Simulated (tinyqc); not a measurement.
Electroplating on a thin resistive seed layer: kinetics, Wagner number and the terminal effect across a wafer. From edge over centre, linear back to gap to the anode h. Computed by tinyqc, a small Python program. Command: `OMP_NUM_THREADS=1 python tinyqc.py 3121449 3121450 out.jsonl terminal inv`. One thread of a shared host (Intel(R) Xeon(R) Processor @ 2.30GHz), about 0.04 s of CPU time with the checks.

Current enters the seed at the rim. The bath is treated as a local resistance per area (no lateral flow in the liquid), two electrons per ion, molar volume 7.11 cm^3/mol, Faraday constant F = e N_A, kinematic viscosity 0.01 cm^2/s, omega = 2 pi x rpm/60; k_B T/e is in volts.

Inputs (values chosen for the exercise, of the order of those for copper plating from an acid sulfate bath):

| quantity | value | unit |
|---|---|---|
| wafer radius R | 7.5 | cm |
| seed thickness t | 160 | nm |
| seed resistivity | 7.5 | microohm cm |
| bath conductivity kappa | 0.14 | S/cm |
| extra resistance of a porous plate | 0 | ohm cm^2 |
| exchange current density i_0 | 0.47 | mA/cm^2 |
| cathodic transfer coefficient alpha | 0.58 | - |
| mean current density | 8.5 | mA/cm^2 |
| diffusivity of the metal ion | 5.6e-06 | cm^2/s |
| metal ion concentration | 0.72 | mol/L |
| rotation rate | 30 | rpm |
| temperature T | 298 | K |

Constants: e = 1.602176634e-19 C; N_A = 6.02214076e+23 1/mol; k_B = 8.617333262e-05 eV/K.

Method:
- Growth rate = i V_m/(2 F). Levich limit i_L = 0.62 x 2 F D^(2/3) omega^(1/2) nu^(-1/6) c. Tafel overpotential eta = (k_B T/(alpha e)) ln(i/i_0); kinetic resistance k_B T/(alpha e i); bath resistance h/kappa + plate; R_s = resistivity/t; Wagner number = kinetic resistance x kappa/R.
- Linearised: with R_t = kinetic + bath resistance the current density obeys (1/r)(r i')' = i R_s/R_t, so i = A I_0(r/l), l = sqrt(R_t/R_s); with x = R/l, edge/centre = I_0(x) and edge/mean = x I_0(x)/(2 I_1(x)).
- Voltage drop in the seed for a uniform current: i R_s R^2/4.

Task: A run gave the result below. Find the gap to the anode h, known to lie between 7.2 and 16 cm.

edge over centre, linear = 1.098779

Result:

Each step takes the trial c = (a f_b - b f_a)/(f_b - f_a), f being the result less the target and a, b, c the logarithms of the listed values; c replaces end b, the old b replaces a if the sign of f changed, and otherwise f_a is halved.

Scan of the range:

| gap to the anode h (cm) | edge over centre, linear |
|---|---|
| 7.20 | 1.11982 |
| 8.22 | 1.10581 |
| 9.40 | 1.09320 |
| 10.70 | 1.08239 |
| 12.30 | 1.07209 |
| 14.00 | 1.06364 |
| 16.00 | 1.05593 |

False position (Illinois rule, in the logarithm of the input) inside the bracket:

| step | end a | end b | trial | edge over centre, linear |
|---|---|---|---|---|
| 1 | 8.22000 | 9.40000 | 8.85857 | 1.09859 |
| 2 | 8.22000 | 8.85857 | 8.82544 | 1.09894 |
| 3 | 8.85857 | 8.82544 | 8.84102 | 1.09878 |
| 4 | 8.82544 | 8.84102 | 8.84100 | 1.09878 |

Edge over centre, linear falls at every point of a 13-point scan of the range (every second point is shown), so one value fits; it is bracketed by 8.22 and 9.40. Answer: gap to the anode h = 8.841 cm.
